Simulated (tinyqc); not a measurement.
Inside a calculation. Model: metal gate on a two-layer dielectric stack with fixed charge and a dipole.

Numbers from tinyqc (`OMP_NUM_THREADS=1 python tinyqc.py 2010035 2010036 out.jsonl`; about 0.01 s on one thread of a shared Intel Xeon 2.30GHz). Printed values are rounded.

Gate, layer 2, layer 1, p-type semiconductor; x runs from the gate inwards. Charges are counted in units of +q. psi is the band bending at the surface, positive towards inversion. Classical charge, Boltzmann statistics, no interface traps.

Values chosen for this exercise; band and dielectric values close to those of silicon, layer 1 close to silicon dioxide, layer 2 close to hafnium oxide: temperature T = 300 K; band gap Eg = 1.1 eV; relative permittivity eps_r = 11.7; conduction-band density of states at T Nc = 2.85e19 cm^-3; valence-band density of states at T Nv = 2.7e19 cm^-3; electron affinity chi = 4.07 eV; acceptor density Na = 9.7e16 cm^-3; work function of the gate metal pM = 4.23 eV; thickness of layer 1, next to the semiconductor t1 = 1.2 nm; relative permittivity of layer 1 e1 = 3.86; thickness of layer 2, next to the gate t2 = 2 nm; relative permittivity of layer 2 e2 = 22.2; fixed charge at the semiconductor interface Q1 = 1.5e11 cm^-2; fixed charge between the layers Q2 = 3.4e12 cm^-2; uniform charge density in layer 1 r1 = 1.4e18 cm^-3; uniform charge density in layer 2 r2 = 0 cm^-3; flat-band shift by a dipole layer between the layers Vd = 0 V; band bending psi of the working point ps = 0.66 V.

Constants: q = 1.602176634e-19 C, kB = 1.380649e-23 J/K, Vt = kB T/q, eps0 = 8.8541878128e-14 F/cm where lengths are in cm. Results are converted to the units shown.

## Equivalent thickness and work-function difference

EOT = 3.9 (t1/e1 + t2/e2), Cox = eps0/(t1/e1 + t2/e2); phi_ms = pM - (chi + Eg - Vt ln(Nv/Na)).

EOT = 1.56379 nm
Cox = 2.20819 uF/cm^2
share of layer 1 in the EOT = 77.5320 %
phi_ms = -0.794482 V

## Flat-band voltage, term by term

EOT = 3.9 (t1/e1 + t2/e2), Cox = eps0/(t1/e1 + t2/e2); phi_ms = pM - (chi + Eg - Vt ln(Nv/Na)). Vfb = phi_ms + Vd - (q/eps0) [Q1 (t1/e1 + t2/e2) + Q2 t2/e2 + r1 (t1^2/(2 e1) + t1 t2/e2) + r2 t2^2/(2 e2)]: each charge counts with its electrical distance from the gate.

terms (V): phi_ms -0.794482, dipole 0.000000, Q1 -0.010883, Q2 -0.055427, r1 -0.007464, r2 0.000000
Vfb = -0.868256 V

Apart from phi_ms the largest term is that of Q2, -55.4 mV; all charges and the dipole together move Vfb by -73.8 mV.

## Threshold voltage

ni = sqrt(Nc Nv) exp(-Eg/(2 Vt)), Eg in volts, pB = Vt ln(Na/ni), Vth = Vfb + 2 pB + sqrt(4 q eps0 eps_r Na pB)/Cox.

ni = 1.59776e10 cm^-3
pB = 0.403783 V
depletion charge = 0.161255 uC/cm^2
Vth = 0.0123362 V

## Charge in the semiconductor

ni = sqrt(Nc Nv) exp(-Eg/(2 Vt)), Eg in volts. Qs = -sign(psi) sqrt(2 q eps0 eps_r Na Vt [exp(-u) + u - 1 + (ni/Na)^2 (exp(u) - u - 1)]), u = psi/Vt.

Qs = -0.142905 uC/cm^2

The surface is depleted or weakly inverted.

## Fields and voltage drops

Gauss: D = -Qs just inside the semiconductor; going towards the gate subtract q Q1, then q r1 t1, q Q2 and q r2 t2. Field = D/(eps0 e); the drop over a layer is its mean field times its thickness; Vg = phi_ms + Vd + psi + both drops.

```
place                        D (uC/cm^2)  field (MV/cm)
layer 2, gate side             -0.452784      -0.230351
layer 2, inner side            -0.452784      -0.230351
layer 1, outer side             0.091956       0.269057
layer 1, semiconductor side     0.118873       0.347813
semiconductor surface           0.142905       0.137947
```

drop over layer 2 = -0.0460701 V
drop over layer 1 = 0.0370122 V
Vg = -0.143540 V

The same Vg follows from Vfb + psi - Qs/Cox. The largest field, 0.348 MV/cm in size, is at: layer 1, semiconductor side.
